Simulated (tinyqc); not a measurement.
Worked calculation: FCI on RHF in the 6-31g basis, for H2, spin multiplicity 1. One step of it, computed by the program tinyqc.

Question. FCI: roots. Diagonalise (each vector has its largest component positive (the first on a tie)); all determinants have Ms = 0, so triplets appear too. The lowest singlet root is the correlation energy.

Occupation strings over the orbitals (2 doubly, a alpha, b beta, 0 empty; spin orbitals ordered 1a 1b 2a 2b ...): 2000 a0b0 b0a0 0200 0a0b 0020 0b0a 0002

H - E(HF) between determinants (hartree):
```
           2000       a0b0       b0a0       0200       0a0b       0020       0b0a       0002
2000   0.000000   0.000000   0.000000   0.120485  -0.078130   0.086035   0.078130   0.097172
a0b0   0.000000   1.066537  -0.086035   0.028715  -0.135768   0.000125   0.059387   0.121215
b0a0   0.000000  -0.086035   1.066537  -0.028715   0.059387  -0.000125  -0.135768  -0.121215
0200   0.120485   0.028715  -0.028715   0.656737   0.101289   0.044898  -0.101289   0.085918
0a0b  -0.078130  -0.135768   0.059387   0.101289   1.453944  -0.059593  -0.085918   0.026963
0020   0.086035   0.000125  -0.000125   0.044898  -0.059593   2.165359   0.059593   0.192121
0b0a   0.078130   0.059387  -0.135768  -0.101289  -0.085918   0.059593   1.453944  -0.026963
0002   0.097172   0.121215  -0.121215   0.085918   0.026963   0.192121  -0.026963   2.346454
```

Give: lowest roots of this matrix, relative to E(HF); lowest vectors; <S^2> of these roots; weight of the ground state by excitation level 0, 1, 2, ....

Answer.

lowest roots of this matrix, relative to E(HF) (hartree): -0.0383  0.6465  0.9660  1.0612  1.3825  1.6289  2.0647  2.4979

lowest vectors:
```
       root 1   root 2  root 3   root 4
2000   0.9779   0.1942  0.0000  -0.0246
a0b0   0.0180  -0.0886  0.6947   0.6454
b0a0  -0.0180   0.0886  0.6947  -0.6454
0200  -0.1830   0.9580  0.0000   0.1760
0a0b   0.0619  -0.1127  0.1320   0.2359
0020  -0.0281  -0.0433  0.0000   0.0459
0b0a  -0.0619   0.1127  0.1320  -0.2359
0002  -0.0342  -0.0384  0.0000  -0.1484
```

<S^2> of these roots: 0.0000  0.0000  2.0000  0.0000  2.0000  0.0000  0.0000  0.0000

weight of the ground state by excitation level 0, 1, 2, ...: 0.9562  0.0007  0.0431
